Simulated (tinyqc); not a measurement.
Length of a polyene: Hueckel, PPP and singles CI along the polyenes. Computed by the program tinyqc. 

All-trans chains of carbon centres 1.40 angstrom apart:
```
parameter                               value
beta (eV), times 1 +/- alternation  -2.200000
alternation                          0.060000
W (eV)                              11.160000
gamma_rr (eV)                       11.230000
repulsion formula                        Ohno
```

Hueckel uses the same beta without repulsion; CIS keeps all single excitations and so misses the low, doubly excited 2Ag state. W is the valence ionisation energy of a centre, MN the Mataga-Nishimoto formula, f the oscillator strength.

Gaps and excitations (eV):
```
centres  Hueckel gap  PPP orbital gap  bright singlet (CIS)      f  lowest triplet (CIS)
2              4.664           12.249                 6.487  0.556                 2.841
4              3.034            9.819                 5.106  1.029                 1.990
6              2.290            8.590                 4.287  1.430                 1.587
8              1.870            7.863                 3.760  1.782                 1.371
10             1.601            7.392                 3.401  2.100                 1.242
```

The Hueckel gap tends to 4 x alternation x |beta| = 0.53 eV for long chains. Exchange opens the PPP orbital gap, and the attraction of electron and hole brings the bright state 3.99 eV below it at 10 centres; the triplet lies 2.16 eV lower still.
